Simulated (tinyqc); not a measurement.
# Yield against design margin

Cells fail independently with probability Q(k) = erfc(k/sqrt(2))/2 when the margin is k standard deviations, and Y = exp(-Nb Q(k)). phi = exp(-k^2/2)/sqrt(2 pi).  k = margin/s(dVT). With one spare that repairs any one cell, Y1 = exp(-x)(1 + x), x = Nb Q(k).

Inputs (values chosen for the exercise): number of cells Nb = 65536.

s(dVT) = 18.8 mV

Yield against design margin:
```
M (mV)      k       Q(k)  expected failures x       Y      Y1
77      4.096   2.104e-5                1.379  0.2518  0.5991
83      4.415   5.053e-6               0.3312  0.7181  0.9559
86      4.574   2.387e-6               0.1564  0.8552  0.9890
90      4.787   8.455e-7              0.05541  0.9461  0.9985
96      5.106   1.642e-7              0.01076  0.9893  0.9999
102     5.426   2.889e-8             0.001893  0.9981   1.000
108     5.745   4.605e-9             3.018e-4  0.9997   1.000
115     6.117  4.767e-10             3.124e-5   1.000   1.000
```

What does the table show?

Over a change of the margin from 77 to 115 mV, k goes from 4.10 to 6.12, the expected failures fall by 4.6 decades and the yield goes from 0.252 to 1.000. The spare helps most at M = 77 mV among the rows, where it lifts the yield from 0.252 to 0.599.

Program tinyqc, `OMP_NUM_THREADS=1 python tinyqc.py 2090085 2090086 out.jsonl`; Intel Xeon 2.30GHz, shared host, one thread, about 0.01 s.
